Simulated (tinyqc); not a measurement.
Worked calculation: G0W0 on RHF in the 6-311g basis, for H2, spin multiplicity 1. One step of it, computed by the program tinyqc.

Problem. G0W0 on Hartree-Fock: LUMO. W(p,q,m) = sqrt2 sum_ia (pq|ia) (X+Y)_ia,m; Sigma_c(x) = sum_(i,m) W^2/(x - e_i + w_m) + sum_(a,m) W^2/(x - e_a - w_m); solve x = e_p + Sigma_c(x) by Newton steps; Z = 1/(1 - dSigma/dx); 1 hartree = 27.211386 eV.

orbital energies (hartree): MO1 -0.512180, MO2 0.109118, MO3 0.334216, MO4 0.530662, MO5 2.519343, MO6 2.663301

Two-electron integrals over orbitals (pq|rs), unique and non-zero (hartree):
```
p,q,r,s,(pq|rs)
1,1,1,1,0.551299
2,1,2,1,0.081300
2,2,1,1,0.375933
2,2,2,2,0.323873
3,1,1,1,-0.116118
3,1,2,2,-0.044003
3,1,3,1,0.053467
3,2,2,1,0.008431
3,2,3,2,0.027511
3,3,1,1,0.352685
3,3,2,2,0.284029
3,3,3,1,-0.040025
3,3,3,3,0.280809
4,1,2,1,-0.076534
4,1,3,2,0.014140
4,1,4,1,0.091546
4,2,1,1,-0.139414
4,2,2,2,-0.065524
4,2,3,1,0.050766
4,2,3,3,-0.053532
4,2,4,2,0.068170
4,3,2,1,0.057044
4,3,3,2,0.011215
4,3,4,1,-0.051340
4,3,4,3,0.047072
4,4,1,1,0.440401
4,4,2,2,0.337075
4,4,3,1,-0.078562
4,4,3,3,0.303158
4,4,4,2,-0.099503
4,4,4,4,0.381523
5,1,2,1,-0.028350
5,1,3,2,0.021105
5,1,4,1,0.050479
5,1,4,3,-0.027464
5,1,5,1,0.069357
5,2,1,1,-0.030194
5,2,2,2,0.002686
5,2,3,1,0.025490
5,2,3,3,-0.007298
5,2,4,2,0.015801
5,2,4,4,-0.022474
5,2,5,2,0.032340
5,3,2,1,0.035434
5,3,3,2,-0.010861
5,3,4,1,-0.046500
5,3,4,3,0.024839
5,3,5,1,-0.039906
5,3,5,3,0.031104
5,4,1,1,0.119818
5,4,2,2,0.044841
5,4,3,1,-0.055568
5,4,3,3,0.046258
5,4,4,2,-0.055074
5,4,4,4,0.086146
5,4,5,2,-0.042571
5,4,5,4,0.080818
5,5,1,1,0.575883
5,5,2,2,0.392476
5,5,3,1,-0.135950
5,5,3,3,0.357987
5,5,4,2,-0.160334
5,5,4,4,0.474988
5,5,5,2,-0.066212
5,5,5,4,0.177985
5,5,5,5,0.698346
6,1,1,1,-0.053905
6,1,2,2,-0.020876
6,1,3,1,0.035095
6,1,3,3,-0.017167
6,1,4,2,0.032972
6,1,4,4,-0.051097
6,1,5,2,0.039400
6,1,5,4,-0.063566
6,1,5,5,-0.123151
6,1,6,1,0.067232
6,2,2,1,-0.017243
6,2,3,2,0.009768
6,2,4,1,0.028244
6,2,4,3,-0.018014
6,2,5,1,0.039751
6,2,5,3,-0.021538
6,2,6,2,0.025003
6,3,1,1,0.082116
6,3,2,2,0.040620
6,3,3,1,-0.033338
6,3,3,3,0.031330
6,3,4,2,-0.038281
6,3,4,4,0.063167
6,3,5,2,-0.020727
6,3,5,4,0.047131
6,3,5,5,0.119977
6,3,6,1,-0.037740
6,3,6,3,0.031823
6,4,2,1,0.036978
6,4,3,2,-0.020843
6,4,4,1,-0.056849
6,4,4,3,0.028240
6,4,5,1,-0.061994
6,4,5,3,0.040423
6,4,6,2,-0.036686
6,4,6,4,0.062789
6,5,2,1,0.124031
6,5,3,2,-0.016302
6,5,4,1,-0.144356
6,5,4,3,0.092346
6,5,5,1,-0.115983
6,5,5,3,0.090583
6,5,6,2,-0.068232
6,5,6,4,0.120714
6,5,6,5,0.297125
6,6,1,1,0.584539
6,6,2,2,0.388109
6,6,3,1,-0.137405
6,6,3,3,0.361955
6,6,4,2,-0.163244
6,6,4,4,0.475647
6,6,5,2,-0.068531
6,6,5,4,0.179533
6,6,5,5,0.696653
6,6,6,1,-0.116398
6,6,6,3,0.118031
6,6,6,6,0.706361
```

excitation energies w (hartree): 0.723501  0.944526  1.231285  3.170032  3.308010

X + Y:
```
,1,2,3,4,5
1>2,0.897284,0.000000,-0.177067,-0.007763,0.000000
1>3,0.000000,0.946381,0.000000,0.000000,0.011585
1>4,0.299906,0.000000,0.890275,0.024264,0.000000
1>5,0.013136,0.000000,-0.071146,0.976883,0.000000
1>6,0.000000,-0.041996,0.000000,0.000000,0.979507
```

Give: The 12 largest terms at x = e_p; Newton steps; quasiparticle energy of the LUMO; Hartree-Fock value.

Solution.

The 12 largest terms at x = e_p (hartree; W for the signs of X + Y given):
```
q,m,W,term
1,3,-0.114,0.007
1,1,0.070,3.66e-03
2,2,-0.058,-3.52e-03
4,2,0.066,-3.19e-03
4,5,0.047,-5.80e-04
6,4,0.056,-5.49e-04
5,5,0.055,-5.29e-04
1,4,-0.043,4.81e-04
6,3,0.036,-3.40e-04
3,1,0.017,-3.08e-04
5,2,0.032,-3.01e-04
2,5,-0.030,-2.66e-04
```

Newton steps (hartree):
```
step,x,Sigma_c(x),Z
0,0.109,1.15e-03,0.986
1,0.110,1.14e-03,0.986
2,0.110,1.14e-03,0.986
```

quasiparticle energy of the LUMO = 3.000 eV

Hartree-Fock value = 2.969 eV
